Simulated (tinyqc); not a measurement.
# Electron continuity equation in a given potential, Scharfetter-Gummel discretisation: current and errors against the applied potential

Steady state in one dimension: J = q mu n E + q D dn/dx with E = -dpsi/dx and D = mu Vt, dJ/dx = q (n/tau - G), fixed densities nL and nR at the ends. The potential is given, psi = U x/L, and is not changed by the electrons.

10 equal intervals. Fluxes J_i = (q D/h)(n_(i+1) P_i - n_i Q_i), d_i = (psi_(i+1) - psi_i)/Vt: Scharfetter-Gummel P = B(d), Q = B(-d), B(d) = d/(exp(d) - 1); central P = 1 - d/2, Q = 1 + d/2; upwind P = 1 + max(-d, 0), Q = 1 + max(d, 0). Balance at each inner node: J_i - J_(i-1) = q h (n_i/tau - G). The reference is Scharfetter-Gummel on 4000 intervals or more. Errors are those of J on the first interval against the reference at its midpoint; errors under 1e-6 % are printed as 0.

Inputs (values chosen for the exercise); mobility that of a made-up semiconductor:
- T = 300 K (temperature)
- mu = 957 cm^2/(V s) (electron mobility)
- L = 3.5 um (length of the region)
- nL = 8.7e12 cm^-3 (density at x = 0)
- nR = 1.1e14 cm^-3 (density at x = L)
- tau = 4.3e-9 s (lifetime)
- G = 0 cm^-3 s^-1 (uniform generation rate)

Constants: q = 1.602176634e-19 C, kB = 1.380649e-23 J/K, Vt = kB T/q. Results are converted to the units shown.

Result of one run:

| largest \|d\| | reference J (A/cm^2) | SG error (%) | central error (%) | upwind error (%) | most negative central n (cm^-3), 0 if none |
|---|---|---|---|---|---|
| 0.2011 | 0.07104 | 1.20e-3 | -3.44 | 103 | 0 |

Which potential difference psi(L) - psi(0) U gave this result: 0.013, 0.052, 0.13 or 0.78 V?

U = 0.052 V.

The whole series:

| U (V) | largest \|d\| | reference J (A/cm^2) | SG error (%) | central error (%) | upwind error (%) | most negative central n (cm^-3), 0 if none |
|---|---|---|---|---|---|---|
| 0.013 | 0.05029 | 0.6437 | 0.0680 | 0.0334 | 4.17 | 0 |
| 0.052 | 0.2011 | 0.07104 | 1.20e-3 | -3.44 | 103 | 0 |
| 0.13 | 0.5029 | -0.4777 | 0.0938 | 0.754 | -10.7 | 0 |
| 0.26 | 1.006 | -0.9960 | 0.0933 | 0.0307 | -0.424 | 0 |
| 0.39 | 1.509 | -1.488 | 0.0921 | 1.02e-3 | 0.265 | 0 |
| 0.57 | 2.205 | -2.172 | 0.0888 | 3.39e-4 | 0.250 | 0 |
| 0.78 | 3.017 | -2.971 | 0.0839 | 4.87e-5 | 0.189 | -1.21e13 |
| 1.2 | 4.642 | -4.570 | 0.0730 | -0.113 | 0.124 | -3.18e13 |

The reference current falls from 0.644 to -4.57 A/cm^2. The largest errors in size are 0.094 % (Scharfetter-Gummel), 3.4 % (central) and 100 % (upwind). Central differences give negative densities for U = 0.78, 1.2 V; these rows have |d| above 2, which makes negative values possible though not certain.

tinyqc, about 0.01 s, one thread, Intel Xeon 2.30GHz (shared host): `OMP_NUM_THREADS=1 python tinyqc.py 2220031 2220032 out.jsonl`
